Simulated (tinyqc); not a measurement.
What moves the results: Tamm state at the end of a one-band chain. A value that a table varies takes the place of the one given here.

A half-infinite chain with site energy 0 and hopping -t, band E = -2t cos(ka); the end site has energy D. The surface Green function of the unperturbed half chain is g = (E -/+ sqrt(E^2 - 4t^2))/(2t^2), the root with |t g| <= 1 and Im g <= 0, and with the shift G = g/(1 - D g).

Parameters, chosen for this exercise:
```
symbol  value  unit      meaning
t       1.34   eV        hopping
a       3.7    angstrom  spacing
D       -3.02  eV        shift of the end site
E       -2.12  eV        energy in the band
```

## Threshold for a surface state

For |D| > t: E = D + t^2/D, weight on the end site 1 - t^2/D^2, decay length of the amplitude a/ln|D/t|; a dash: no bound state. The last column is the surface density -Im G/pi at E = 0.

Against D:
```
D/t    D (eV)   E (eV)  end weight  decay length (angstrom)  density at E = 0 (1/eV)
-3.00  -4.020  -4.4667      0.8889                     3.37                   0.0238
-2.00  -2.680  -3.3500      0.7500                     5.34                   0.0475
-1.40  -1.876  -2.8331      0.4898                    11.00                   0.0803
-1.10  -1.474  -2.6922      0.1736                    38.82                   0.1075
-0.80  -1.072        -           -                        -                   0.1448
0.50    0.670        -           -                        -                   0.1900
0.95    1.273        -           -                        -                   0.1249
1.05    1.407   2.6832      0.0930                    75.83                   0.1130
1.30    1.742   2.7728      0.4083                    14.10                   0.0883
2.50    3.350   3.8860      0.8400                     4.04                   0.0328
```

A state splits off only for |D| > t = 1.34 eV, although in the middle of an endless chain any shift binds one. Just past the threshold, at D/t = 1.05, it lies 3.2 meV outside the band and spreads over 75.8 angstrom; at D/t = -3 it holds 89 % of the end site, and the density left at the band centre has fallen to 0.10 of the clean value.

## What each parameter does

E = D + t^2/D, weight 1 - (t/D)^2, decay length -a/ln|t/D|, surface density -Im G/pi at E. Each row changes one parameter from the base and keeps the others.

Results:
```
case               bound level (eV)  weight  decay (angstrom)  density (1/eV)
base                        -3.6146  0.8031             4.553          0.0578
t = 1.407 eV                -3.6755  0.7829             4.844          0.0627
D = -3.624 eV               -4.1195  0.8633             3.719          0.0360
a = 4.07 angstrom           -3.6146  0.8031             5.009          0.0578
E = -1.06 eV                -3.6146  0.8031             4.553          0.0508
```

The largest shifts from the base row, up to three for each result and ties (the steps differ in size, so this ranks the rows, not the parameters). bound level (eV): D -0.5049, t -0.0609; unchanged at the printed digits by a and E. weight: D +0.0602, t -0.0202; unchanged at the printed digits by a and E. decay (angstrom): D -0.834, a +0.455, t +0.291; unchanged at the printed digits by E. density (1/eV): D -0.0218, E -0.0070, t +0.0049; unchanged at the printed digits by a.

Run: tinyqc, `OMP_NUM_THREADS=1 python tinyqc.py 1481999 1482000 out.jsonl`; Intel(R) Xeon(R) Processor @ 2.30GHz, one thread, shared host; about 0.01 s of CPU time with all checks.
